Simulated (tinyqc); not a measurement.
# Vacuum evaporation: vapour pressure, source flux, thickness distribution, purity and step coverage, step by step

A worked calculation. Computed by tinyqc, a small Python program that keeps every step. Command: `OMP_NUM_THREADS=1 python tinyqc.py 3111113 3111114 out.jsonl evap walk`. One thread of a shared host (Intel(R) Xeon(R) Processor @ 2.30GHz), about 0.01 s of CPU time with the checks. Intermediate numbers are printed to about 7 digits and carried at full precision; extremes and crossings named in words are read from the listed rows.

Molecular flow, unit sticking of the metal, no re-evaporation. The background gas is taken as water vapour (18.015 g/mol, collision diameter 0.37 nm) at 300 K.

Inputs (values chosen for the exercise, modelled on gallium, with constants for the liquid): molar mass M = 69.72 g/mol; film density rho = 5.91 g/cm^3; vapour-pressure constant A = 10.68; vapour-pressure constant B = 13940 K; source temperature T = 1180 K; source area = 0.17 cm^2; directionality n = 1; source-to-wafer distance h = 20 cm; wafer radius R = 7.5 cm; source offset from the axis s/h = 0.49; background pressure p = 4e-07 Pa; sticking of background gas = 0.4; aspect ratio of a trench = 2.1.

Constants: u = 1.6605390666e-27 kg; k_B = 1.380649e-23 J/K; R = 8.314462618 J/(mol K).

## Vapour pressure and flux

log10(p_v/Pa) = A - B/T; flux from the surface Phi = p_v/sqrt(2 pi m k_B T), m = M u. Mass loss = Phi x area x m; heat of evaporation = ln(10) R B; d ln Phi/dT = ln(10) B/T^2 - 1/(2 T).

vapour pressure p_v = 0.07352596 Pa

flux Phi = 6.754059e+16 1/(cm^2 s)

mass loss = 0.004785450 g/h

heat of evaporation = 266.8779 kJ/mol

change of flux per kelvin = 2.262858 %/K

Holding the rate to 1 % needs the temperature to about 0.44 K.

## Rate and uniformity on a fixed wafer above the source

A small source emits (n + 1) Phi area cos^n(phi)/(2 pi) per solid angle; on a parallel plane at height h and lateral distance l the arrival rate is (n + 1) Phi area/(2 pi h^2) x (1 + (l/h)^2)^(-(n + 3)/2). Growth rate = arrival rate x m/rho, m = M u. The wafer is fixed and centred above the source.

arrival rate at the centre = 9.137006e+12 1/(cm^2 s)

growth rate at the centre = 0.001789876 nm/s

edge over centre = 0.7686245

non-uniformity (max - min)/(max + min) = 13.08223 %

share of the material that lands on the wafer, 1 - (1 + (R/h)^2)^(-(n + 1)/2) = 12.32877 %

## Offset source and rotation

Rotating wafer, source offset by s and facing upwards: thickness at radius r is the mean over the angle a of (1 + (r^2 + s^2 - 2 r s cos a)/h^2)^(-(n + 3)/2), by 360 equal steps; non-uniformity (max - min)/(max + min) over 21 radii from 0 to R.

centre thickness relative to an axial source = 0.6502593

edge over centre, rotating = 0.9006701

non-uniformity, rotating = 5.226044 %

## Choosing the offset

The curvature at the centre vanishes at s/h = sqrt(2/(n + 3)).

Against the offset:
```
s/h  centre thickness  edge over centre  non-uniformity (%)
0.0          1.000000          0.768625            13.08223
0.2          0.924556          0.795141            11.41186
0.4          0.743163          0.863429             7.32901
0.5          0.640000          0.904862             4.99449
0.6          0.540657          0.946058             2.77186
0.7          0.450430          0.983909             0.81106
0.8          0.371802          1.016379             0.81230
0.9          0.305241          1.042551             2.08323
1.1          0.204746          1.076595             3.68849
```

The best row, s/h = 0.7, has 0.81 % against 13 % on the axis, at the price of a rate lower by a factor 2.22; the small-wafer optimum is sqrt(2/(n + 3)) = 0.71.

## Scattering and purity

Mean free path lambda = k_B T_g/(sqrt2 pi d^2 p); unscattered share exp(-h/lambda); gas arrival p/sqrt(2 pi m_g k_B T_g); impurity ratio = sticking x gas arrival/metal arrival; monolayer time = 1e15 cm^-2/(sticking x gas arrival).

mean free path = 17024.57 m

unscattered share = 0.9999883

gas arrival rate = 1.433594e+12 1/(cm^2 s)

impurity ratio = 0.06275989

monolayer time = 1743.869 s

## A trench at the wafer edge

Fixed wafer, axial point source, trench running tangentially at r = R: the beam arrives at tan(a) = R/h. Shadowed share of the floor = aspect ratio x tan(a) (at most 1); the wall facing the source grows at tan(a) times the field rate, the other wall not at all.

angle a = 20.55605 degrees

shadowed share of the floor = 0.7875

wall over field thickness = 0.375

Checks made by the program: share on the wafer by quadrature (relative difference 7e-09).
